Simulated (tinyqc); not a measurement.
# Worked calculation: undoped gate-all-around wire MOSFET, analytic charge model

Computed by the program tinyqc: `OMP_NUM_THREADS=1 python tinyqc.py 2460038 2460039 out.jsonl`, one thread of a shared Intel Xeon 2.30GHz, about 0.02 s for the whole run. Printed values are rounded.

An undoped round wire of radius R under an insulator shell and a surrounding gate; long channel, electrons only, n = ni exp((psi - V)/Vt) with V the quasi-Fermi potential (0 at the source, Vd at the drain), constant mobility, no quantisation. The radial Poisson equation gives n(r) = n(0)/(1 - (1 - b) r^2/R^2)^2 with b = Q0/(Q + Q0). Q is the electron charge per area of the wire surface.

Parameters, values chosen for the exercise; material values those of a made-up semiconductor:
- T = 293 K (temperature)
- Eg = 0.583 eV (band gap)
- eps_r = 17.2 (relative permittivity of the semiconductor)
- Nc = 1.62e17 cm^-3 (conduction-band density of states at T)
- Nv = 9.42e18 cm^-3 (valence-band density of states at T)
- eox = 7.33 (relative permittivity of the gate insulator)
- tox = 1.4 nm (insulator thickness)
- R = 10 nm (wire radius)
- dphi = -0.13 V (gate work function less that of the intrinsic body)
- mu = 750 cm^2/(V s) (channel mobility)
- L = 0.1 um (gate length)
- Vg = 0.24 V (gate voltage)
- Vd = 1 V (drain voltage)

Constants: q = 1.602176634e-19 C, kB = 1.380649e-23 J/K, Vt = kB T/q, eps0 = 8.8541878128e-14 F/cm where lengths are in cm. Results are converted to the units shown.

Range of the model: The surface density at the source passes 0.3 Nc, where Boltzmann statistics fail. mu V/L, with V the smaller of Vd and Vg - V0, passes 3e6 cm/s, so velocity saturation, left out here, would lower the current.

## Constants of the wire

ni = sqrt(Nc Nv) exp(-Eg/(2 Vt)), Eg in volts; Cox = eps0 eox/(R ln(1 + tox/R)); Q0 = 4 eps0 eps_r Vt/R; V0 = dphi + Vt ln[8 eps0 eps_r Vt/(q ni R^2)].

ni = 1.196205e13 cm^-3
Cox = 4.953221 uF/cm^2
Q0 = 153.8076 nC/cm^2
V0 = 0.1726342 V

## Iteration 1: charge at the source by Newton steps

Q at the start = 15 nC/cm^2

With V = 0: f = Q/Cox + Vt ln(Q/Q0) + Vt ln(1 + Q/Q0) - (Vg - V0); f' = 1/Cox + Vt/Q + Vt/(Q + Q0); Q(new) = Q - f/f'.

f = -0.1207583 V
f' = 0.002034713 V cm^2/nC
Q after iteration 1 = 74.34908 nC/cm^2

## Iteration 2: charge at the source by Newton steps

As before.

f = -0.06075336 V
f' = 6.521509e-4 V cm^2/nC
Q after iteration 2 = 167.5075 nC/cm^2

## Course of the iteration: charge at the source by Newton steps

Stop when Q changes by less than 1e-8 nC/cm^2, or after 40 iterations.

Course of the iteration:

| iteration | Q (nC/cm^2) | \|change\| (nC/cm^2) |
|---|---|---|
| 1 | 74.34908 | 59.3 |
| 2 | 167.5075 | 93.2 |
| 3 | 197.1742 | 29.7 |
| 4 | 198.3091 | 1.13 |
| 5 | 198.3104 | 1.37e-3 |
| 6 | 198.3104 | 1.97e-9 |

Converged in 6 iterations. At the end the number of correct digits about doubles with each step.

## Drain current and line charge

Qs = 198.3104 nC/cm^2
Qd = 1.396699e-14 nC/cm^2

Q solves Vg - V0 - V = Q/Cox + Vt ln(Q/Q0) + Vt ln(1 + Q/Q0). I = mu (2 pi R/L)[2 Vt (Qs - Qd) + (Qs^2 - Qd^2)/(2 Cox) + Vt Q0 ln((Qd + Q0)/(Qs + Q0))], with Qs at V = 0 and Qd at V = Vd. Electrons per length at the source: 2 pi R Qs/q; surface over centre density: (1 + Qs/Q0)^2.

first term = 4.719079 uA
second term = 1.870745 uA
third term = -1.515752 uA
I = 5.074072 uA
electrons per length = 0.7777053 1/nm
surface over centre density = 5.241084

The square-law term makes up 36.9 % of the current.
